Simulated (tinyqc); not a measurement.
Worked calculation: solid solubility of a dopant against its melt (retrograde solidus), clustering and the electrically active fraction. Computed by tinyqc, a small Python program that keeps every step. Command: `OMP_NUM_THREADS=1 python tinyqc.py 3009675 3009676 out.jsonl retro walk`. One thread of a shared host (Intel(R) Xeon(R) Processor @ 2.30GHz), about 0.01 s of CPU time with the checks. Intermediate numbers are printed to about 6 digits and carried at full precision; extremes and crossings named in words are read from the listed rows.

Inputs (values chosen for the exercise, of the order of those of antimony in silicon for the solubility):
```
quantity                                      value        unit
melting point of the host T_m                  1687           K
heat of melting of the host H_f                50.2      kJ/mol
interaction L of the melt                       3.7      kJ/mol
enthalpy of transfer from melt to solid H     0.737          eV
entropy of transfer S                          1.15         k_B
site density N0                               5e+22      1/cm^3
temperature T                                  1203           K
total dopant density N_t                    1.7e+21      1/cm^3
atoms per cluster m                               4           -
cluster scale N* at 1273 K                  2.4e+20      1/cm^3
activation energy E_b of the cluster scale     0.38          eV
anneal temperature T_a                          975           K
mobility mu                                      60  cm^2/(V s)
```

Clustering: clusters of m atoms, electrons left out.

Constants: R = 8.314462618 J/(mol K); k_B = 8.617333262e-05 eV/K; e = 1.602176634e-19 C; N_A = 6.02214076e+23 1/mol.

## Liquidus and solidus at T

x_l and x_s are atom fractions of the dopant in melt and solid; the solid is dilute. Liquidus of the host: R T ln(1 - x_l) + L x_l^2 = -H_f (1 - T/T_m). Distribution: k = x_s/x_l = exp[L (1 - x_l)^2/(R T)] exp(S/k_B - H/(k_B T)), the first factor being the activity coefficient in the melt. Solubility = x_s N0; at T_m x_l = 0.

x_l = 0.814628

distribution coefficient k = 0.00261465

x_s = 0.00212997

solubility = 1.06498e+20 1/cm^3

k at the melting point = 0.0258387

k has changed by a factor 0.10 from its value at T_m, while x_l has grown from 0 to 0.815.

## The retrograde maximum

The largest x_s N0 between 900 K and T_m. For an ideal melt with constant heats the maximum has x_l = H_f/(H + H_f), H in the same units.

temperature of the maximum = 1482.52 K

largest solubility = 2.29728e+20 1/cm^3

x_l there = 0.421253

ideal-melt value H_f/(H + H_f) = 0.413817

The maximum lies 204 K below T_m: above it the melt runs out of dopant, below it k falls as exp(-H/(k_B T)).

## The solidus

The formulas are those given above.

Against temperature:
```
T (K)       x_l          k  solubility (1/cm^3)  over the maximum
1000   0.942383  0.0006106          2.87714e+19          0.125241
1100   0.892714  0.0013329          5.94966e+19          0.258986
1200   0.817353  0.0025677          1.04937e+20          0.456785
1300   0.710037  0.0045162          1.60333e+20          0.697923
1400   0.566412  0.0074526          2.11062e+20          0.918746
1500   0.387867  0.0117898          2.28644e+20          0.995278
1580   0.226492  0.0166644          1.88718e+20          0.821484
1640   0.099924  0.0213836          1.06837e+20          0.465059
1675   0.025482  0.0246327          3.13850e+19          0.136618
```

Between the first rows the Arrhenius energy of the solubility is 0.69 eV, against H = 0.737 eV; it shrinks to zero at 1483 K and turns negative beyond. A crystal saturated at the maximum precipitates dopant-rich liquid on cooling and on heating alike. Below a eutectic or compound temperature another phase would set the limit.

## Active fraction after the anneal

A highly soluble donor (another dopant than that of the solidus) is limited by clustering. Donors N_a are active, and clusters hold m atoms each: N_t = N_a + m C, m C = N* (N_a/N*)^m, with N*(T) = N*(1273 K) exp[-(E_b/k_B)(1/T - 1/1273)]. Resistivity = 1/(e mu N_a).

N*(T_a) = 8.32533e+19 1/cm^3

active density N_a = 1.72310e+20 1/cm^3

active fraction = 0.101359

resistivity = 0.603710 milliohm cm

Doubling the dose would raise N_a by only 20 %. Caution: this clustering law is a generic form; degeneracy and a doping-dependent mobility are left out.

## Active against total

A highly soluble donor (another dopant than that of the solidus) is limited by clustering. Donors N_a are active, and clusters hold m atoms each: N_t = N_a + m C, m C = N* (N_a/N*)^m, with N*(T) = N*(1273 K) exp[-(E_b/k_B)(1/T - 1/1273)].

Active density (1/cm^3):
```
N_t (1/cm^3)   N_a at T_a  fraction  N_a at T_a + 150 K  N_a at T_a - 150 K
1.00e+19      9.98279e+18  0.998279         9.99716e+18         9.81077e+18
3.00e+19      2.88067e+19  0.960222         2.97768e+19         2.36307e+19
1.00e+20      6.63711e+19  0.663711         8.51073e+19         4.11919e+19
2.00e+20      8.93833e+19  0.446916         1.26745e+20         5.18917e+19
5.00e+20      1.21562e+20  0.243125         1.82830e+20         6.78217e+19
1.00e+21      1.48868e+20  0.148868         2.28339e+20         8.18799e+19
2.00e+21      1.80019e+20  0.090009         2.79040e+20         9.82296e+19
5.00e+21      2.29061e+20  0.045812         3.57609e+20         1.24297e+20
```

The exponent d ln N_a/d ln N_t falls from 0.96 to 0.26, towards 1/m = 0.250. At the highest dose a 150 K hotter anneal gives 1.56 times the active density, and a later step 150 K cooler would cut it to 0.54 if it ran to equilibrium: short hot anneals come last. For ionised donors far above n_i the electrons enter the mass action too and halve the limiting exponent.

Checks made by the program: the ideal-melt maximum (relative difference 4e-10).
